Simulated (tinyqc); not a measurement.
Inside a calculation. Method: tight binding, dimerised chain. One step of it, computed by the program tinyqc.

Problem. Open chain of 5 cells. The same hoppings without the wrap-around bond.

H of the open chain (eV):
```
            1          2          3          4          5          6          7          8
1    0.000000  -1.070000   0.000000   0.000000   0.000000   0.000000   0.000000   0.000000
2   -1.070000   0.000000  -2.380000   0.000000   0.000000   0.000000   0.000000   0.000000
3    0.000000  -2.380000   0.000000  -1.070000   0.000000   0.000000   0.000000   0.000000
4    0.000000   0.000000  -1.070000   0.000000  -2.380000   0.000000   0.000000   0.000000
5    0.000000   0.000000   0.000000  -2.380000   0.000000  -1.070000   0.000000   0.000000
6    0.000000   0.000000   0.000000   0.000000  -1.070000   0.000000  -2.380000   0.000000
7    0.000000   0.000000   0.000000   0.000000   0.000000  -2.380000   0.000000  -1.070000
8    0.000000   0.000000   0.000000   0.000000   0.000000   0.000000  -1.070000   0.000000
9    0.000000   0.000000   0.000000   0.000000   0.000000   0.000000   0.000000  -2.380000
10   0.000000   0.000000   0.000000   0.000000   0.000000   0.000000   0.000000   0.000000

            9         10
1    0.000000   0.000000
2    0.000000   0.000000
3    0.000000   0.000000
4    0.000000   0.000000
5    0.000000   0.000000
6    0.000000   0.000000
7    0.000000   0.000000
8   -2.380000   0.000000
9    0.000000  -1.070000
10  -1.070000   0.000000
```

Give: levels; weights of the highest filled level on the sites.

Solution.

levels (eV): [-3.322, -2.952, -2.383, -1.719, -0.035, 0.035, 1.719, 2.383, 2.952, 3.322]

weights of the highest filled level on the sites: [0.400, 0.000, 0.081, 0.003, 0.016, 0.016, 0.003, 0.081, 0.000, 0.400]

The bulk gap runs from -1.3100 to 1.3100 eV; 2 level(s) of this chain lie inside it: end states, which need the weaker bond inside the cell and a chain longer than their decay length.
